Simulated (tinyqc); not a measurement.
Inside a calculation. Method: tight binding, kagome lattice. One step of it, computed by the program tinyqc.

Problem. Bloch Hamiltonian at k. H_AB = -t1 - t2 exp(-i k.a1), H_AC = -t1 - t2 exp(-i k.a2), H_BC = -t1 - t2 exp(i k.(a1 - a2)), H_CC = delta.

Parameters chosen for this model:
```
parameter     value                unit
t1         1.410000    eV, up triangles
t2         1.410000  eV, down triangles
delta             0        eV on site C
```

k point k (fractions of the reciprocal vectors): 0.160000  0.120000

Give: H(k) at k.

Solution.

H(k) at k (eV):
```
                 A                B                C
A           0.0000  -2.1655+1.1905i  -2.4378+0.9652i
B  -2.1655-1.1905i           0.0000  -2.7757-0.3507i
C  -2.4378-0.9652i  -2.7757+0.3507i           0.0000
```
